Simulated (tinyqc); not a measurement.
Inside a calculation. Method: CIS on RHF in the sto-3g basis, for H4, spin multiplicity 1. One step of it, computed by the program tinyqc.

Problem. CIS matrix, triplets. A(ia,jb) = (e_a - e_i) d_ij d_ab - (ij|ab).

orbital energies (hartree): MO1 -0.621654, MO2 -0.378792, MO3 0.390409, MO4 0.696488

Two-electron integrals over orbitals (pq|rs), unique and non-zero (hartree):
```
p,q,r,s,(pq|rs)
1,1,1,1,0.488984
2,1,2,1,0.169097
2,2,1,1,0.485486
2,2,2,2,0.496225
3,1,3,1,0.110115
3,2,3,2,0.084394
3,3,1,1,0.473942
3,3,2,2,0.473852
3,3,3,3,0.481683
4,1,3,2,0.082844
4,1,4,1,0.081373
4,2,3,1,0.113317
4,2,4,2,0.123236
4,3,2,1,0.167093
4,3,4,3,0.183443
4,4,1,1,0.482749
4,4,2,2,0.492048
4,4,3,3,0.491707
4,4,4,4,0.510289
```

Give: CIS matrix A, triplet.

Solution.

CIS matrix A, triplet (hartree), lower triangle:
```
,1>3,1>4,2>3,2>4
1>3,0.5381
1>4,0.0000,0.8354
2>3,0.0000,-0.1671,0.2953
2>4,-0.1671,0.0000,0.0000,0.5832
```
